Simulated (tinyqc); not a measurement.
Keating valence-force model of a tetrahedral crystal: one step, computed by the program tinyqc.

Atom A sits at 0 and atom B at a/4 (1,1,1) of an fcc lattice; the four bonds from A are t = a/4 (1,1,1), a/4 (1,-1,-1), a/4 (-1,1,-1), a/4 (-1,-1,1), of length d = sqrt(3) a/4. Energy: E = (3 alpha/(8 d^2)) sum over bonds (r.r - d^2)^2 + (3 beta/(8 d^2)) sum over pairs of bonds at one atom (r_i.r_j + d^2/3)^2, with beta_A for the six pairs at A and beta_B for the six at B. The cell holds two atoms, Omega = a^3/4. 1 N/m = 1 J/m^2. With constants fitted to the elastic moduli this model puts optical and zone-boundary frequencies of real crystals too high, by up to about 20 % in elemental crystals and up to about 50 % in compounds, and mostly by more for TA modes; in compounds the lattice part of the static dielectric constant then comes out too low.

Question. Dynamical matrix at q. With displacements u exp(i q.r), each bracket changes by g.u, where g = (g_A, g_B): bond t, g = (-2 t, 2 t exp(i q.t)); pair (i, j) at A, g = (-(t_i + t_j), t_i exp(i q.t_j) + t_j exp(i q.t_i)); pair at B, g = (-t_i exp(-i q.t_j) - t_j exp(-i q.t_i), t_i + t_j). Then D_mn = sum over the 4 bonds and 12 pairs of (4 k/a^2) conj(g_m) g_n / sqrt(M_m M_n), with k = alpha or beta converted to eV/angstrom^2. Only the short-range forces enter; the Coulomb field of the charges is left out.

Inputs (values chosen for the exercise, modelled on cubic gallium nitride):

| quantity | value | unit |
|---|---|---|
| mass M_A | 69.72 | u |
| mass M_B | 14.007 | u |
| bond stretching alpha | 80.4 | N/m |
| bond bending beta_A | 16.3 | N/m |
| bond bending beta_B | 16.3 | N/m |

Structure: zinc blende.

wave vector q (2 pi/a): 0.89  0.28  0

Constants: 1 eV/angstrom^2 = 16.02176634 J/m^2.

Give: D(q).

Answer.

D(q) (eV/(angstrom^2 u)), lower triangle (Hermitian):
```
                A x             A y             A z             B x
A x          0.3926
A y          0.0038          0.3466
A z  0.0000-0.0218i  0.0000-0.0018i          0.3565
B x         -0.1202          0.2148  0.0000+0.0375i          1.9544
B y          0.2148         -0.1202  0.0000+0.4565i          0.0190
B z  0.0000+0.0375i  0.0000+0.4565i         -0.1202  0.0000+0.1086i

                B y     B z
B y          1.7251
B z  0.0000+0.0089i  1.7747
```
